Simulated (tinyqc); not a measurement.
CMOS latch-up, two-transistor model: one step of the calculation.

A parasitic pnp (emitter at Vdd, base shunted by Rw) and npn (emitter at ground, base shunted by Rs) feed each other: the npn collector current flows out of the pnp base node, the pnp collector current into the npn base node. Forward-active transistors with constant gains: Icn = Isn exp(Vn/Vt), Icp = Isp (exp(Vp/Vt) - 1). A current Ii is injected into the npn base node.

Task. Holding current and voltage. On state with both base-emitter voltages at Von: npn base current Ib = (Von/Rs + bp Von/Rw)/(bn bp - 1), holding current Ih = (bn + 1) Ib + Von/Rs, holding voltage Vh = Vsat + Von + R2 (Ib + Von/Rs).

Values chosen for this exercise; values close to those of bulk CMOS:
- bn = 13.8 (current gain of the npn)
- bp = 2.7 (current gain of the pnp)
- Rs = 70 ohm (substrate resistance shunting the npn)
- Rw = 710 ohm (well resistance shunting the pnp)
- R2 = 200 ohm (resistance from the pnp collector to the npn base)
- Von = 0.84 V (base-emitter voltage in the on state)
- Vsat = 0.1 V (saturation voltage)
- Vdd = 1.2 V (supply voltage)

Find: bn bp; Ib; Ih; Vh.

Result.

bn bp = 37.26
Ib = 0.4190 mA
Ih = 18.20 mA
Vh = 3.424 V

Vh is above Vdd = 1.2 V, so the supply cannot sustain a latched state.

Computed by the program tinyqc: `OMP_NUM_THREADS=1 python tinyqc.py 2670008 2670009 out.jsonl`, one thread of a shared Intel Xeon 2.30GHz, about 0.05 s for the whole run.
